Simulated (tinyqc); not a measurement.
## Potential step from the flux

Inverse problem. On one interval J = (q mu Vt/hx) [nb B(d) - na B(-d)], B(d) = d/(exp(d) - 1), d = (psi_b - psi_a)/Vt. Find psi_b - psi_a, and the step at which J would vanish.

Inputs (values chosen for the exercise):
- T = 325 K (temperature)
- mu = 5000 cm^2/(V s) (electron mobility)
- na = 1.4e14 cm^-3 (density at the left node)
- nb = 2.1e14 cm^-3 (density at the right node)
- hx = 5.2 nm (node spacing)

Constants: q = 1.602176634e-19 C, kB = 1.380649e-23 J/K, Vt = kB T/q. Results are converted to the units shown.

J = 41554.517 A/cm^2

Answer. B(d) falls and B(-d) rises with d, so J falls steadily with the step and one value matches. J = 0 needs nb/na = exp(d), the Boltzmann ratio.

psi_b - psi_a = -0.128 V
step for J = 0 = 0.0114 V

Computed by the program tinyqc: `OMP_NUM_THREADS=1 python tinyqc.py 2220029 2220030 out.jsonl`, one thread of a shared Intel Xeon 2.30GHz, about 0.01 s for the whole run.
